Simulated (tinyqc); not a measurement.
# Schottky barrier on an n-type semiconductor, non-linear Poisson equation by Newton steps: effects of single changes

One dimension, metal at x = 0, donor density C(x) = Nd, uniform. Energies are counted from the electron Fermi level of the semiconductor and the conduction-band edge is Ec = -psi, so n = Nc exp(psi/Vt); holes follow the Fermi level of the metal, at -V, so p = Nv exp((V - psi - Eg)/Vt). Ends: psi(0) = V - phiB and psi = Vt ln(Nd/Nc) deep inside. Boltzmann statistics, full ionisation, no current, no image force in the Poisson equation.

Parameters, values chosen for the exercise; band and dielectric values close to those of gallium nitride: temperature T = 450 K; band gap Eg = 3.43 eV; relative permittivity eps_r = 9.35; conduction-band density of states at T Nc = 4.24e18 cm^-3; valence-band density of states at T Nv = 8.41e19 cm^-3; donor density deep in the semiconductor Nd = 4.6e17 cm^-3; barrier height phiB = 1.51 eV; bias of the metal against the semiconductor V = -1.9 V.

Constants: q = 1.602176634e-19 C, kB = 1.380649e-23 J/K, Vt = kB T/q, eps0 = 8.8541878128e-14 F/cm where lengths are in cm. Results are converted to the units shown.

Each table varies one quantity; the others keep the values above.

## Capacitance-voltage profiling

The Poisson equation d/dx(eps0 eps_r dpsi/dx) = -q (p - n + C) is solved on a mesh of about 1000 nodes or more that ends in neutral material. C_s = q d/dV of the integral of n over x, from the linearised equation. Probed depth w = eps0 eps_r/C_s; apparent doping N_app = C_s^3/(q eps0 eps_r dC_s/dV), the derivative by central differences over +/- 0.02 V.

The same in every row: true C(w) (cm^-3) = 4.600e17.

Capacitance-voltage profiling:

| V (V) | C_s (nF/cm^2) | w (nm) | N_app (cm^-3) | \|E_0\| (kV/cm) |
|---|---|---|---|---|
| 0 | 148.4 | 55.78 | 4.599e17 | 496.6 |
| -1.14 | 109.9 | 75.32 | 4.600e17 | 670.5 |
| -2.29 | 91.11 | 90.86 | 4.600e17 | 808.9 |
| -3.43 | 79.60 | 104.0 | 4.600e17 | 925.9 |
| -4.57 | 71.57 | 115.7 | 4.600e17 | 1030 |
| -5.71 | 65.57 | 126.3 | 4.600e17 | 1124 |
| -6.86 | 60.83 | 136.1 | 4.600e17 | 1212 |
| -8 | 57.01 | 145.2 | 4.600e17 | 1293 |

What does the comparison show?

C_s falls from 148 to 57.0 nF/cm^2 while the probed depth goes from 55.8 to 145 nm. The apparent doping stays near 4.60e17 cm^-3. It departs most from the true doping at that depth for V = 0 V, where it is 0.013 % below it; so the doping is read well over the depths probed.

## Effect of the donor density deep in the semiconductor

First integral for uniform doping: E_0^2 = (2 q/(eps0 eps_r)) [Nd (U - Vt + Vt exp(-U/Vt)) + Vt p_0], U = Vbi - V, Vbi = phiB - Vt ln(Nc/Nd), p_0 = Nv exp((phiB - Eg)/Vt) (deep holes neglected). Image-force lowering dphi = sqrt(q E_0/(4 pi eps0 eps_r)), at x_m = sqrt(q/(16 pi eps0 eps_r E_0)). W = sqrt(2 eps0 eps_r U/(q Nd)).

Effect of the donor density deep in the semiconductor:

| Nd (cm^-3) | Vbi (V) | W (nm) | E_0 (kV/cm) | dphi (mV) | exp(dphi/Vt) | p_0/Nd |
|---|---|---|---|---|---|---|
| 1e15 | 1.186 | 1786 | 34.34 | 23.00 | 1.810 | 2.641e-17 |
| 2.6e15 | 1.223 | 1114 | 55.71 | 29.29 | 2.128 | 1.016e-17 |
| 6.9e15 | 1.261 | 688.1 | 91.32 | 37.50 | 2.630 | 3.827e-18 |
| 1.8e16 | 1.298 | 428.5 | 148.4 | 47.80 | 3.430 | 1.467e-18 |
| 4.7e16 | 1.335 | 266.7 | 241.1 | 60.94 | 4.814 | 5.619e-19 |
| 1.2e17 | 1.372 | 167.9 | 387.5 | 77.25 | 7.331 | 2.201e-19 |
| 3.2e17 | 1.410 | 103.4 | 636.5 | 99.01 | 12.85 | 8.253e-20 |
| 8.5e17 | 1.448 | 63.80 | 1043 | 126.8 | 26.28 | 3.107e-20 |

As Nd goes from 1e15 to 8.5e17, the surface field rises from 34.3 to 1040 kV/cm, the lowering rises from 23.0 to 127 mV and W falls from 1790 to 63.8 nm. Over the table the lowering goes as Nd^(0.25); the depletion formulas give 1/4 at fixed Vbi. For Nd = 3.2e17, 8.5e17 the field exceeds 600 kV/cm, where tunnelling through the top of the barrier adds to any current.

Numbers from tinyqc (`OMP_NUM_THREADS=1 python tinyqc.py 2020076 2020077 out.jsonl`; about 0.03 s on one thread of a shared Intel Xeon 2.30GHz).
